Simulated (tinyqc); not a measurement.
Worked calculation: Hubbard chain of 5 sites. One step of it, computed by the program tinyqc.

Question. Mean-field iteration 2. H(up) = T + U n(down), H(down) = T + U n(up); fill the lowest levels; n(new) = n + mixing (n(out) - n); E = tr T (rho up + rho down) + U sum n_up n_down of the output.

one-body matrix (hopping and site energies) (eV), lower triangle:
```
           1          2          3          4         5
1   0.000000
2  -1.980000   0.000000
3   0.000000  -1.980000   0.000000
4   0.000000   0.000000  -1.980000   0.000000
5   0.000000   0.000000   0.000000  -1.980000  0.000000
```

U = 6.600000 eV

electrons, up and down: 3  3

mixing = 0.500000

n(up) after iteration 1: 1 0.892555, 2 0.249112, 3 0.866667, 4 0.249112, 5 0.892555

n(down) after iteration 1: 1 0.374112, 2 0.850888, 3 0.400000, 4 0.850888, 5 0.374112

Give: levels, up; levels, down; energy; n(up) after iteration 2; n(down) after iteration 2.

Answer.

levels, up (eV): 0.3476  1.5135  2.5278  6.5715  7.8496

levels, down (eV): -0.2936  0.8642  5.8316  6.6708  7.7171

energy = 1.2195 eV

n(up) after iteration 2: 1 0.8753, 2 0.2463, 3 0.8319, 4 0.2463, 5 0.8753

n(down) after iteration 2: 1 0.3997, 2 0.8315, 3 0.4626, 4 0.8315, 5 0.3997
